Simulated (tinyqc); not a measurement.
# Inversion-layer mobility, back-scattering and ballistic limit of a field-effect transistor, step by step

A worked calculation. Computed by tinyqc, a small Python program that keeps every step. Command: `OMP_NUM_THREADS=1 python tinyqc.py 3020147 3020148 out.jsonl mos walk`. One thread of a shared host (Intel(R) Xeon(R) Processor @ 2.30GHz), about 0.01 s of CPU time with the checks. Intermediate numbers are printed to about 7 digits and carried at full precision; extremes and crossings named in words are read from the listed rows.

The charge at the top of the source barrier is fixed by the gate; series resistance and short-channel effects are left out. F_j are Fermi integrals normalised to exp(eta) in the classical limit.

Inputs (values chosen for the exercise, modelled on a strained silicon n-channel): transport mass m = 0.18 m_0; valley degeneracy g_v = 2; weight w of the inversion charge = 0.5; permittivity eps = 11.7; phonon mobility at 1 MV/cm and 300 K, mu_ph = 560 cm^2/(V s); roughness mobility at 1 MV/cm, mu_sr = 1600 cm^2/(V s); Coulomb mobility at N_inv = 1e12/cm^2, mu_C = 640 cm^2/(V s); electrical oxide thickness t_inv = 4 nm; depletion charge N_dep = 1.5e+12 1/cm^2; gate overdrive V_G - V_T = 0.46 V; drain voltage V_D = 1.1 V; channel length L = 32 nm; exponent a of the critical length = 0.64; temperature T = 300 K.

Statistics at the top of the barrier: Fermi-Dirac.

Constants: eps_0 = 8.8541878128e-12 F/m; e = 1.602176634e-19 C; m_0 = 9.1093837015e-31 kg; k_B = 1.380649e-23 J/K; hbar = 1.054571817e-34 J s; k_B = 8.617333262e-05 eV/K.

## Charge and field

N_inv = 3.9 eps_0 (V_G - V_T)/(e t_inv); effective field E_eff = e (N_dep + w N_inv)/(eps eps_0).

inversion density N_inv = 2.478568e+12 1/cm^2

effective field E_eff = 0.4236555 MV/cm

## Effective mobility

mu_phonon = mu_ph (E_eff/1 MV/cm)^(-0.3) (T/300 K)^(-1.75); mu_rough = mu_sr (E_eff/1 MV/cm)^(-2); mu_Coulomb = mu_C (N_inv/1e12 cm^-2) (T/300 K); Matthiessen's rule adds 1/mu.

phonon part = 724.5764 cm^2/(V s)

roughness part = 8914.445 cm^2/(V s)

Coulomb part = 1586.283 cm^2/(V s)

effective mobility mu = 471.0984 cm^2/(V s)

The phonon part is the lowest and holds 65 % of 1/mu.

## Ballistic limit

F_j(eta) = (1/Gamma(j + 1)) int_0^infinity x^j/(1 + exp(x - eta)) dx, F_0 = ln(1 + exp(eta)). Integrals over x = E/(k_B T) use 160 Gauss-Legendre points in u = sqrt(x) from 0 to sqrt(max(eta, 0) + 32). Ballistic channel: N_2D = g_v m k_B T/(pi hbar^2), U = e V_D/(k_B T); eta_F solves N_inv = (N_2D/2)[F_0(eta_F) + F_0(eta_F - U)]; v_T = sqrt(2 k_B T/(pi m)); I/W = e (N_2D/2) v_T [F_1/2(eta_F) - F_1/2(eta_F - U)]; injection velocity v_T F_1/2(eta_F)/F_0(eta_F).

N_2D = 3.887710e+12 1/cm^2

eta_F = 0.9473950

thermal velocity v_T = 1.268124 1e7 cm/s

injection velocity = 1.513926 1e7 cm/s

ballistic current I/W = 601.1956 microampere/micrometre

Degeneracy raises the injection velocity by a factor 1.19.

## Back-scattering

Mean free path lambda = (2 k_B T/e)(mu/v_T) F_0(eta_0)/F_-1/2(eta_0), with eta_0 from N_inv = N_2D F_0(eta_0); critical length l = L (1 + U)^(-a), an empirical rule; back-scattering r = l/(l + lambda). Then eta solves N_inv = (N_2D/2)[(1 + r) F_0(eta) + (1 - r) F_0(eta - U)] and I/W = e (N_2D/2) v_T (1 - r)[F_1/2(eta) - F_1/2(eta - U)]. Ballistic ratio: I over the ballistic current. Apparent mobility 1/(1/mu + 1/mu_B), mu_B = mu L/lambda.

eta_0 = -0.1144911

mean free path lambda = 21.78244 nm

critical length l = 2.858895 nm

back-scattering coefficient r = 0.1160203

current I/W = 467.9607 microampere/micrometre

ballistic ratio = 0.7783835

apparent low-field mobility = 280.2988 cm^2/(V s)

L/lambda = 1.47, but at this drain voltage only the first 2.86 nm can return a carrier to the source, so the device works at 78 % of its ballistic limit.

## Channel length

The last column is the long-channel law e N_inv mu V/L with V = V_D - V_D^2/(2 V_ov) below pinch-off and V_ov/2 above, V_ov = V_G - V_T.

Currents (microampere/micrometre):
```
L (nm)          r       I/W  ballistic ratio  long-channel law
5       0.0200954  575.6138        0.9574485          8605.590
10      0.0393990  552.1106        0.9183545          4302.795
20      0.0758111  510.4065        0.8489858          2151.398
40      0.1409375  443.3679        0.7374770          1075.699
80      0.2470556  351.0465        0.5839141           537.849
160     0.3962223  247.7490        0.4120938           268.925
400     0.6212977  131.5265        0.2187749           107.570
1000    0.8039789   60.5180        0.1006628            43.028
```

The current scales as L^-0.85 at the long end and as L^-0.06 at the short end, where it reaches 96 % of the ballistic 601. The long-channel law passes the ballistic limit between 40.0 and 80.0 nm and has no meaning below. At 1000 nm the model gives 1.41 times the long-channel law; the rule for l is a fit for short devices and fails wherever the model exceeds that law. Raising mu by 10 % at 20 nm raises I by 1.4 %.

## The mobility curve

The formulas are those given above.

Mobilities (cm^2/(V s)):
```
V_G - V_T (V)  N_inv (1/cm^2)  E_eff (MV/cm)    phonon  roughness   Coulomb     total
0.03             1.616457e+11      0.2444888  854.4966   26767.14   103.453   91.9638
0.06             3.232914e+11      0.2569888  841.8094   24226.55   206.907  164.9540
0.12             6.465829e+11      0.2819888  818.6881   20121.31   413.813  271.1706
0.20             1.077638e+12      0.3153222  791.7019   16092.04   689.688  360.3377
0.35             1.885867e+12      0.3778222  749.8973   11208.44  1206.955  444.1945
0.50             2.694095e+12      0.4403222  716.2372    8252.37  1724.221  476.7956
0.75             4.041143e+12      0.5444888  672.0341    5396.87  2586.331  485.4463
1.00             5.388191e+12      0.6486555  637.6521    3802.70  3448.442  471.4289
1.50             8.082286e+12      0.8569888  586.5371    2178.56  5172.663  424.2205
```

The lowest part is Coulomb from 0.0300 to 0.200, phonon from 0.350 to 1.50 V. The total peaks at 485 near E_eff = 0.54 MV/cm: screening lifts it at low density and the field presses it down at high density.

Checks made by the program: long channel and small V_D against the drift formula e N mu V_D/L (relative difference 1e-04).
